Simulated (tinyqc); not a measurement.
Inside a calculation. Method: UKS/LDA (VWN5) in the sto-3g basis, for H4, spin multiplicity 3. This run ends on a higher stationary point, not on the lowest solution. Computed by tinyqc, a small Python program that keeps every step (integrals from PySCF). Settings: charge = 0, multiplicity = 3, basis = sto-3g, energy threshold = 1e-10, iteration cap = 81, orthogonalisation = symmetric, start = Wolfsberg-Helmholz matrix, DIIS depth = 8, damping = 0.5, method = UKS, functional = lda,vwn, grid = [30, 26]. Command: `OMP_NUM_THREADS=1 python tinyqc.py 26363 26364 out.jsonl` (the two numbers bound the seeds that draw the settings). One thread of a shared host (Intel(R) Xeon(R) Processor @ 2.60GHz), about 2 s of CPU time with the checks. Later iterations appear only in the table of the cycle.

## One-electron integrals

Geometry (angstrom):
```
atom         x         y         z
H     0.000000  0.000000  0.000000
H     0.000000  0.000000  1.256000
H     0.000000  2.220000  0.000000
H     0.000000  2.220000  1.256000
```

Basis sto-3g: exponents (1/bohr^2) and contraction coefficients of normalised primitives:
```
element  l (shell)  exponent  coefficient
H            s (1)  3.425251     0.154329
H            s (1)  0.623914     0.535328
H            s (1)  0.168855     0.444635
```

Overlap, kinetic and nuclear-attraction integrals over the contracted functions; the nuclear repulsion is the sum of Za Zb / Rab.

nuclear repulsion = 1.73430643 hartree

overlap S, order 1H 1s, 2H 1s, 3H 1s, 4H 1s:
$$\begin{pmatrix}
1.000000 & 0.359601 & 0.082175 & 0.045000 \\
0.359601 & 1.000000 & 0.045000 & 0.082175 \\
0.082175 & 0.045000 & 1.000000 & 0.359601 \\
0.045000 & 0.082175 & 0.359601 & 1.000000
\end{pmatrix}$$

kinetic energy T (hartree), order 1H 1s, 2H 1s, 3H 1s, 4H 1s:
$$\begin{pmatrix}
0.760032 & 0.041444 & -0.011453 & -0.010340 \\
0.041444 & 0.760032 & -0.010340 & -0.011453 \\
-0.011453 & -0.010340 & 0.760032 & 0.041444 \\
-0.010340 & -0.011453 & 0.041444 & 0.760032
\end{pmatrix}$$

nuclear attraction V (hartree), order 1H 1s, 2H 1s, 3H 1s, 4H 1s:
$$\begin{pmatrix}
-2.089043 & -0.677200 & -0.135660 & -0.076277 \\
-0.677200 & -2.089043 & -0.076277 & -0.135660 \\
-0.135660 & -0.076277 & -2.089043 & -0.677200 \\
-0.076277 & -0.135660 & -0.677200 & -2.089043
\end{pmatrix}$$

core Hamiltonian H = T + V (hartree), order 1H 1s, 2H 1s, 3H 1s, 4H 1s:
$$\begin{pmatrix}
-1.329011 & -0.635756 & -0.147113 & -0.086618 \\
-0.635756 & -1.329011 & -0.086618 & -0.147113 \\
-0.147113 & -0.086618 & -1.329011 & -0.635756 \\
-0.086618 & -0.147113 & -0.635756 & -1.329011
\end{pmatrix}$$

## Two-electron integrals

Functions are numbered as in S; the eight-fold symmetry (ij|kl) = (ji|kl) = (kl|ij) leaves the list below.

Two-electron integrals (ij|kl) in chemists' order, unique and non-zero (hartree):
```
(11|11) 0.774606   (21|11) 0.207141   (21|21) 0.077696   (22|11) 0.402822
(22|21) 0.207141   (22|22) 0.774606   (31|11) 0.036356   (31|21) 0.011292
(31|22) 0.025450   (31|31) 0.003369   (32|11) 0.016812   (32|21) 0.006560
(32|22) 0.018245   (32|31) 0.001641   (32|32) 0.000971   (33|11) 0.238020
(33|21) 0.081893   (33|22) 0.207385   (33|31) 0.036356   (33|32) 0.018245
(33|33) 0.774606   (41|11) 0.018245   (41|21) 0.006560   (41|22) 0.016812
(41|31) 0.001641   (41|32) 0.000954   (41|33) 0.016812   (41|41) 0.000971
(42|11) 0.025450   (42|21) 0.011292   (42|22) 0.036356   (42|31) 0.002364
(42|32) 0.001641   (42|33) 0.025450   (42|41) 0.001641   (42|42) 0.003369
(43|11) 0.081893   (43|21) 0.030276   (43|22) 0.081893   (43|31) 0.011292
(43|32) 0.006560   (43|33) 0.207141   (43|41) 0.006560   (43|42) 0.011292
(43|43) 0.077696   (44|11) 0.207385   (44|21) 0.081893   (44|22) 0.238020
(44|31) 0.025450   (44|32) 0.016812   (44|33) 0.402822   (44|41) 0.018245
(44|42) 0.036356   (44|43) 0.207141   (44|44) 0.774606
```

## Orthogonalisation

S = U s U^T; symmetric (Loewdin) form X = U s^(-1/2) U^T, so that X^T S X = 1.

eigenvalues of S: [0.603224, 0.677574, 1.232426, 1.486776]

X, order 1H 1s, 2H 1s, 3H 1s, 4H 1s:
$$\begin{pmatrix}
1.055822 & -0.195371 & -0.038339 & -0.001992 \\
-0.195371 & 1.055822 & -0.001992 & -0.038339 \\
-0.038339 & -0.001992 & 1.055822 & -0.195371 \\
-0.001992 & -0.038339 & -0.195371 & 1.055822
\end{pmatrix}$$

## Starting guess

The start is the generalised Wolfsberg-Helmholz matrix (K = 1.75) built on H; D(s) = C_occ C_occ^T for each spin.

D(alpha) at the start, order 1H 1s, 2H 1s, 3H 1s, 4H 1s:
$$\begin{pmatrix}
0.739964 & 0.002038 & 0.334260 & -0.403666 \\
0.002038 & 0.739964 & -0.403666 & 0.334260 \\
0.334260 & -0.403666 & 0.739964 & 0.002038 \\
-0.403666 & 0.334260 & 0.002038 & 0.739964
\end{pmatrix}$$

D(beta) at the start, order 1H 1s, 2H 1s, 3H 1s, 4H 1s:
$$\begin{pmatrix}
0.168149 & 0.168149 & 0.168149 & 0.168149 \\
0.168149 & 0.168149 & 0.168149 & 0.168149 \\
0.168149 & 0.168149 & 0.168149 & 0.168149 \\
0.168149 & 0.168149 & 0.168149 & 0.168149
\end{pmatrix}$$

## Iteration 1: exchange-correlation on the grid

Becke grid with 30 radial and 26 angular points per atom, points of zero weight dropped. rho = sum D_ij phi_i phi_j; V_xc,ij = sum w v_xc phi_i phi_j; v_xc is d(rho eps)/d rho(s) for spin s.

The 16 grid points with the largest w rho, of 3064 (bohr, atomic units):
```
x                y         z         w  rho(alpha)  rho(beta)     eps_xc  v_xc(alpha)
0.000000  0.000000  1.296626  0.092642    0.049076   0.022776  -0.364957    -0.501652
0.000000  0.000000  1.076870  0.092642    0.049076   0.022776  -0.364957    -0.501652
0.000000  4.195192  1.296626  0.092642    0.049076   0.022776  -0.364957    -0.501652
0.000000  4.195192  1.076870  0.092642    0.049076   0.022776  -0.364957    -0.501652
0.000000  1.295762  2.373496  0.229815    0.020304   0.007716  -0.275851    -0.378222
0.000000  1.295762  0.000000  0.229815    0.020304   0.007716  -0.275851    -0.378222
0.000000  2.899430  2.373496  0.229815    0.020304   0.007716  -0.275851    -0.378222
0.000000  2.899430  0.000000  0.229815    0.020304   0.007716  -0.275851    -0.378222
0.000000  1.076870  2.373496  0.141154    0.032639   0.011121  -0.318040    -0.437777
0.000000  1.076870  0.000000  0.141154    0.032639   0.011121  -0.318040    -0.437777
0.000000  3.118322  2.373496  0.141154    0.032639   0.011121  -0.318040    -0.437777
0.000000  3.118322  0.000000  0.141154    0.032639   0.011121  -0.318040    -0.437777
0.000000  0.000000  1.487631  0.072039    0.060127   0.025276  -0.386745    -0.533430
0.000000  0.000000  0.885865  0.072039    0.060127   0.025276  -0.386745    -0.533430
0.000000  4.195192  1.487631  0.072039    0.060127   0.025276  -0.386745    -0.533430
0.000000  4.195192  0.885865  0.072039    0.060127   0.025276  -0.386745    -0.533430
```

electrons on the grid, sum of w rho = 3.999746

E_xc = sum of w rho eps_xc = -1.31049759 hartree

V_xc(alpha) (hartree), order 1H 1s, 2H 1s, 3H 1s, 4H 1s:
$$\begin{pmatrix}
-0.458519 & -0.147852 & -0.026563 & -0.014607 \\
-0.147852 & -0.458519 & -0.014607 & -0.026563 \\
-0.026563 & -0.014607 & -0.458519 & -0.147852 \\
-0.014607 & -0.026563 & -0.147852 & -0.458519
\end{pmatrix}$$

V_xc(beta) (hartree), order 1H 1s, 2H 1s, 3H 1s, 4H 1s:
$$\begin{pmatrix}
-0.359700 & -0.120045 & -0.022115 & -0.012334 \\
-0.120045 & -0.359700 & -0.012334 & -0.022115 \\
-0.022115 & -0.012334 & -0.359700 & -0.120045 \\
-0.012334 & -0.022115 & -0.120045 & -0.359700
\end{pmatrix}$$

## Iteration 1: building the Kohn-Sham matrix

J_ij = sum D_kl (ij|kl) with D = D(alpha) + D(beta); F = H + J + V_xc; E = tr D H + tr D J / 2 + E_xc + E_nn.

Coulomb J (hartree), order 1H 1s, 2H 1s, 3H 1s, 4H 1s:
$$\begin{pmatrix}
1.617686 & 0.578216 & 0.124155 & 0.070527 \\
0.578216 & 1.617686 & 0.070527 & 0.124155 \\
0.124155 & 0.070527 & 1.617686 & 0.578216 \\
0.070527 & 0.124155 & 0.578216 & 1.617686
\end{pmatrix}$$

F(alpha) (hartree), order 1H 1s, 2H 1s, 3H 1s, 4H 1s:
$$\begin{pmatrix}
-0.169843 & -0.205392 & -0.049520 & -0.030698 \\
-0.205392 & -0.169843 & -0.030698 & -0.049520 \\
-0.049520 & -0.030698 & -0.169843 & -0.205392 \\
-0.030698 & -0.049520 & -0.205392 & -0.169843
\end{pmatrix}$$

F(beta) (hartree), order 1H 1s, 2H 1s, 3H 1s, 4H 1s:
$$\begin{pmatrix}
-0.071024 & -0.177585 & -0.045072 & -0.028425 \\
-0.177585 & -0.071024 & -0.028425 & -0.045072 \\
-0.045072 & -0.028425 & -0.071024 & -0.177585 \\
-0.028425 & -0.045072 & -0.177585 & -0.071024
\end{pmatrix}$$

total energy of this density = -1.82416676 hartree

This density is the starting one.

## Iteration 1: diagonalisation and new density

Diagonalise F' = X^T F X, C = X C', fill 3 alpha and 1 beta electrons from the bottom; D(s) = C_occ C_occ^T; the new density keeps 0.5 of the old one (damping). Each column has its largest component positive (the first on a tie).

F' = X^T F X (alpha) (hartree):
$$\begin{pmatrix}
-0.107724 & -0.165134 & -0.033101 & -0.000377 \\
-0.165134 & -0.107724 & -0.000377 & -0.033101 \\
-0.033101 & -0.000377 & -0.107724 & -0.165134 \\
-0.000377 & -0.033101 & -0.165134 & -0.107724
\end{pmatrix}$$

orbital energies (alpha) (hartree): MO1 -0.306337, MO2 -0.239379, MO3 0.024686, MO4 0.090134

coefficients C (alpha), order 1H 1s, 2H 1s, 3H 1s, 4H 1s:
$$\begin{pmatrix}
0.410060 & 0.450391 & 0.607423 & 0.643770 \\
0.410060 & 0.450391 & -0.607423 & -0.643770 \\
0.410060 & -0.450391 & 0.607423 & -0.643770 \\
0.410060 & -0.450391 & -0.607423 & 0.643770
\end{pmatrix}$$

F' = X^T F X (beta) (hartree):
$$\begin{pmatrix}
-0.005447 & -0.173921 & -0.036527 & -0.000752 \\
-0.173921 & -0.005447 & -0.000752 & -0.036527 \\
-0.036527 & -0.000752 & -0.005447 & -0.173921 \\
-0.000752 & -0.036527 & -0.173921 & -0.005447
\end{pmatrix}$$

orbital energies (beta) (hartree): MO1 -0.216647, MO2 -0.142088, MO3 0.132700, MO4 0.204250

coefficients C (beta), order 1H 1s, 2H 1s, 3H 1s, 4H 1s:
$$\begin{pmatrix}
0.410060 & 0.450391 & 0.607423 & 0.643770 \\
0.410060 & 0.450391 & -0.607423 & -0.643770 \\
0.410060 & -0.450391 & 0.607423 & -0.643770 \\
0.410060 & -0.450391 & -0.607423 & 0.643770
\end{pmatrix}$$

D(alpha) after iteration 1, order 1H 1s, 2H 1s, 3H 1s, 4H 1s:
$$\begin{pmatrix}
0.739964 & 0.002038 & 0.334260 & -0.403666 \\
0.002038 & 0.739964 & -0.403666 & 0.334260 \\
0.334260 & -0.403666 & 0.739964 & 0.002038 \\
-0.403666 & 0.334260 & 0.002038 & 0.739964
\end{pmatrix}$$

D(beta) after iteration 1, order 1H 1s, 2H 1s, 3H 1s, 4H 1s:
$$\begin{pmatrix}
0.168149 & 0.168149 & 0.168149 & 0.168149 \\
0.168149 & 0.168149 & 0.168149 & 0.168149 \\
0.168149 & 0.168149 & 0.168149 & 0.168149 \\
0.168149 & 0.168149 & 0.168149 & 0.168149
\end{pmatrix}$$

## Iteration 2: exchange-correlation on the grid

As before.

The 16 grid points with the largest w rho, of 3064 (bohr, atomic units):
```
x                y         z         w  rho(alpha)  rho(beta)     eps_xc  v_xc(alpha)
0.000000  4.195192  1.296626  0.092642    0.049076   0.022776  -0.364957    -0.501652
0.000000  4.195192  1.076870  0.092642    0.049076   0.022776  -0.364957    -0.501652
0.000000  0.000000  1.296626  0.092642    0.049076   0.022776  -0.364957    -0.501652
0.000000  0.000000  1.076870  0.092642    0.049076   0.022776  -0.364957    -0.501652
0.000000  2.899430  2.373496  0.229815    0.020304   0.007716  -0.275851    -0.378222
0.000000  2.899430  0.000000  0.229815    0.020304   0.007716  -0.275851    -0.378222
0.000000  1.295762  2.373496  0.229815    0.020304   0.007716  -0.275851    -0.378222
0.000000  1.295762  0.000000  0.229815    0.020304   0.007716  -0.275851    -0.378222
0.000000  3.118322  2.373496  0.141154    0.032639   0.011121  -0.318040    -0.437777
0.000000  3.118322  0.000000  0.141154    0.032639   0.011121  -0.318040    -0.437777
0.000000  1.076870  2.373496  0.141154    0.032639   0.011121  -0.318040    -0.437777
0.000000  1.076870  0.000000  0.141154    0.032639   0.011121  -0.318040    -0.437777
0.000000  4.195192  1.487631  0.072039    0.060127   0.025276  -0.386745    -0.533430
0.000000  4.195192  0.885865  0.072039    0.060127   0.025276  -0.386745    -0.533430
0.000000  0.000000  1.487631  0.072039    0.060127   0.025276  -0.386745    -0.533430
0.000000  0.000000  0.885865  0.072039    0.060127   0.025276  -0.386745    -0.533430
```

electrons on the grid, sum of w rho = 3.999746

E_xc = sum of w rho eps_xc = -1.31049759 hartree

V_xc(alpha) (hartree), order 1H 1s, 2H 1s, 3H 1s, 4H 1s:
$$\begin{pmatrix}
-0.458519 & -0.147852 & -0.026563 & -0.014607 \\
-0.147852 & -0.458519 & -0.014607 & -0.026563 \\
-0.026563 & -0.014607 & -0.458519 & -0.147852 \\
-0.014607 & -0.026563 & -0.147852 & -0.458519
\end{pmatrix}$$

V_xc(beta) (hartree), order 1H 1s, 2H 1s, 3H 1s, 4H 1s:
$$\begin{pmatrix}
-0.359700 & -0.120045 & -0.022115 & -0.012334 \\
-0.120045 & -0.359700 & -0.012334 & -0.022115 \\
-0.022115 & -0.012334 & -0.359700 & -0.120045 \\
-0.012334 & -0.022115 & -0.120045 & -0.359700
\end{pmatrix}$$

## Iteration 2: building the Kohn-Sham matrix

As before.

Coulomb J (hartree), order 1H 1s, 2H 1s, 3H 1s, 4H 1s:
$$\begin{pmatrix}
1.617686 & 0.578216 & 0.124155 & 0.070527 \\
0.578216 & 1.617686 & 0.070527 & 0.124155 \\
0.124155 & 0.070527 & 1.617686 & 0.578216 \\
0.070527 & 0.124155 & 0.578216 & 1.617686
\end{pmatrix}$$

F(alpha) (hartree), order 1H 1s, 2H 1s, 3H 1s, 4H 1s:
$$\begin{pmatrix}
-0.169843 & -0.205392 & -0.049520 & -0.030698 \\
-0.205392 & -0.169843 & -0.030698 & -0.049520 \\
-0.049520 & -0.030698 & -0.169843 & -0.205392 \\
-0.030698 & -0.049520 & -0.205392 & -0.169843
\end{pmatrix}$$

F(beta) (hartree), order 1H 1s, 2H 1s, 3H 1s, 4H 1s:
$$\begin{pmatrix}
-0.071024 & -0.177585 & -0.045072 & -0.028425 \\
-0.177585 & -0.071024 & -0.028425 & -0.045072 \\
-0.045072 & -0.028425 & -0.071024 & -0.177585 \\
-0.028425 & -0.045072 & -0.177585 & -0.071024
\end{pmatrix}$$

total energy of this density = -1.82416676 hartree

This density is a damped mixture and is not idempotent.

## Iteration 2 (converged): orbitals

Diagonalise F' = X^T F X, C = X C', fill 3 alpha and 1 beta electrons from the bottom; D(s) = C_occ C_occ^T. Each column has its largest component positive (the first on a tie).

F' = X^T F X (alpha) (hartree):
$$\begin{pmatrix}
-0.107724 & -0.165134 & -0.033101 & -0.000377 \\
-0.165134 & -0.107724 & -0.000377 & -0.033101 \\
-0.033101 & -0.000377 & -0.107724 & -0.165134 \\
-0.000377 & -0.033101 & -0.165134 & -0.107724
\end{pmatrix}$$

orbital energies (alpha) (hartree): MO1 -0.306337, MO2 -0.239379, MO3 0.024686, MO4 0.090134

coefficients C (alpha), order 1H 1s, 2H 1s, 3H 1s, 4H 1s:
$$\begin{pmatrix}
0.410060 & 0.450391 & 0.607423 & 0.643770 \\
0.410060 & 0.450391 & -0.607423 & -0.643770 \\
0.410060 & -0.450391 & 0.607423 & -0.643770 \\
0.410060 & -0.450391 & -0.607423 & 0.643770
\end{pmatrix}$$

F' = X^T F X (beta) (hartree):
$$\begin{pmatrix}
-0.005447 & -0.173921 & -0.036527 & -0.000752 \\
-0.173921 & -0.005447 & -0.000752 & -0.036527 \\
-0.036527 & -0.000752 & -0.005447 & -0.173921 \\
-0.000752 & -0.036527 & -0.173921 & -0.005447
\end{pmatrix}$$

orbital energies (beta) (hartree): MO1 -0.216647, MO2 -0.142088, MO3 0.132700, MO4 0.204250

coefficients C (beta), order 1H 1s, 2H 1s, 3H 1s, 4H 1s:
$$\begin{pmatrix}
0.410060 & 0.450391 & 0.607423 & 0.643770 \\
0.410060 & 0.450391 & -0.607423 & -0.643770 \\
0.410060 & -0.450391 & 0.607423 & -0.643770 \\
0.410060 & -0.450391 & -0.607423 & 0.643770
\end{pmatrix}$$

D(alpha) after iteration 2, order 1H 1s, 2H 1s, 3H 1s, 4H 1s:
$$\begin{pmatrix}
0.739964 & 0.002038 & 0.334260 & -0.403666 \\
0.002038 & 0.739964 & -0.403666 & 0.334260 \\
0.334260 & -0.403666 & 0.739964 & 0.002038 \\
-0.403666 & 0.334260 & 0.002038 & 0.739964
\end{pmatrix}$$

D(beta) after iteration 2, order 1H 1s, 2H 1s, 3H 1s, 4H 1s:
$$\begin{pmatrix}
0.168149 & 0.168149 & 0.168149 & 0.168149 \\
0.168149 & 0.168149 & 0.168149 & 0.168149 \\
0.168149 & 0.168149 & 0.168149 & 0.168149 \\
0.168149 & 0.168149 & 0.168149 & 0.168149
\end{pmatrix}$$

## Convergence

Stop when the energy changes by less than 1e-10 hartree and every element of the error matrix X^T (F D S - S D F) X (for each spin) is below 3e-06.

Course of the cycle:
```
iteration  E (hartree)    change  largest element of the error matrix
1          -1.82416676         -                             1.30e-15
2          -1.82416676  4.44e-16                             2.85e-15
```

PySCF UKS in the same basis, fine grid, after a stability check = -1.82946737 hartree

Converged in 2 iterations. But the solution lies 0.00530 hartree above the reference: it is another stationary point, not the lowest one. Reruns (cap 100 unless said): DIIS 8: converged in 2 to a higher stationary point; damping 0.5: converged in 2 to a higher stationary point; level shift 0.5: converged in 2 to a higher stationary point; atomic densities as start, DIIS 8: converged in 3 to a higher stationary point.

## Populations, bond orders and dipole

Mulliken: Z minus the diagonal of D S on the atom; Loewdin: the same with S^(1/2) D S^(1/2); Mayer order: 2 sum_s sum (D(s) S)_ij (D(s) S)_ji over the two atoms.

Charges (e):
```
atom  Mulliken  Loewdin  Mulliken spin
1H           0        0       0.500000
2H           0        0       0.500000
3H           0        0       0.500000
4H           0        0       0.500000
```

Mayer bond orders:
```
pair     order
2-1   0.250000
3-1   0.250000
3-2   0.250000
4-1   0.250000
4-2   0.250000
4-3   0.250000
```

dipole moment about the origin, x y z (debye): [0.000000, 0.000000, 0.000000]

<S^2> of the determinant (pure state: 2) = 2.000000
